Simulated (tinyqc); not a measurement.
Inversion-layer mobility, back-scattering and ballistic limit of a field-effect transistor: one step, computed by the program tinyqc.

The charge at the top of the source barrier is fixed by the gate; series resistance and short-channel effects are left out. F_j are Fermi integrals normalised to exp(eta) in the classical limit.

Question. Effective mobility. mu_phonon = mu_ph (E_eff/1 MV/cm)^(-0.3) (T/300 K)^(-1.75); mu_rough = mu_sr (E_eff/1 MV/cm)^(-2); mu_Coulomb = mu_C (N_inv/1e12 cm^-2) (T/300 K); Matthiessen's rule adds 1/mu.

Inputs (values chosen for the exercise, modelled on a strained silicon n-channel):
```
quantity,value,unit
"phonon mobility at 1 MV/cm and 300 K, mu_ph",560,cm^2/(V s)
"roughness mobility at 1 MV/cm, mu_sr",2300,cm^2/(V s)
"Coulomb mobility at N_inv = 1e12/cm^2, mu_C",550,cm^2/(V s)
temperature T,300,K
```

Statistics at the top of the barrier: Fermi-Dirac.

inversion density N_inv = 4.023182e+12 1/cm^2

effective field E_eff = 0.6513614 MV/cm

Give: phonon part; roughness part; Coulomb part; effective mobility mu.

Answer.

phonon part = 636.9 cm^2/(V s)

roughness part = 5421 cm^2/(V s)

Coulomb part = 2213 cm^2/(V s)

effective mobility mu = 453.2 cm^2/(V s)

The phonon part is the lowest and holds 71 % of 1/mu.
